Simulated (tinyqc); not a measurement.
Tight binding, kagome lattice, step by step. One step of it, computed by the program tinyqc.

Problem. Levels at K. Diagonalise the Hermitian matrix.

H(k) at K (eV), lower triangle (Hermitian):
```
                     A                    B         C
A             0.000000
B  -0.270000-0.606218i             0.000000
C  -0.270000+0.606218i  -0.270000-0.606218i  0.000000
```

Give: eigenvalues; weights |c|^2 of the basis functions.

Solution.

eigenvalues (eV): -0.780  -0.540  1.320

weights |c|^2 of the basis functions:
```
   band 1  band 2  band 3
A   0.333   0.333   0.333
B   0.333   0.333   0.333
C   0.333   0.333   0.333
```
